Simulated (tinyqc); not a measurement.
X-ray photoelectron analysis of a thin oxide on a semiconductor: attenuation lengths, thickness, angle series and band offsets: one step, computed by the program tinyqc.

The same element is seen in the oxide and in the substrate, at nearly the same kinetic energy; films are flat and uniform, and the work function is ignored.

Task: Band offsets by core levels. Valence band offset = (E_core - E_v)(substrate) - (E_core - E_v)(oxide) + (core level separation at the interface, oxide less substrate). The separation is made here from the given offset; a uniform field F that raises the binding energy towards the surface shifts the oxide peak by e F <z>, <z> = d/(1 - exp(-x)) - d/x, x = d/(L_o cos theta), being the mean distance from the interface. Conduction band offset = oxide gap - substrate gap - valence band offset.

Inputs (values chosen for the exercise, modelled on SiO2 on 4H-SiC):
```
quantity                                       value     unit
oxide gap                                       9.06       eV
substrate gap                                   3.26       eV
oxide thickness d                               0.62       nm
emission angle from the normal                    60  degrees
valence band offset used to make the data       2.83       eV
core level less valence band top, substrate    98.92       eV
core level less valence band top, thick oxide  98.62       eV
field in the oxide                               0.8    MV/cm
```

d/(L_o cos theta) = 0.4238720

Give: separation without field; <z>; separation with field; apparent valence band offset; true conduction band offset; apparent conduction band offset.

Result:

separation without field = 2.53 eV

<z> = 0.3318 nm

separation with field = 2.557 eV

apparent valence band offset = 2.857 eV

true conduction band offset = 2.97 eV

apparent conduction band offset = 2.943 eV

The field biases both offsets by 0.027 eV, in opposite directions. Caution: beyond about 60 degrees elastic scattering and roughness make a single attenuation length unreliable.
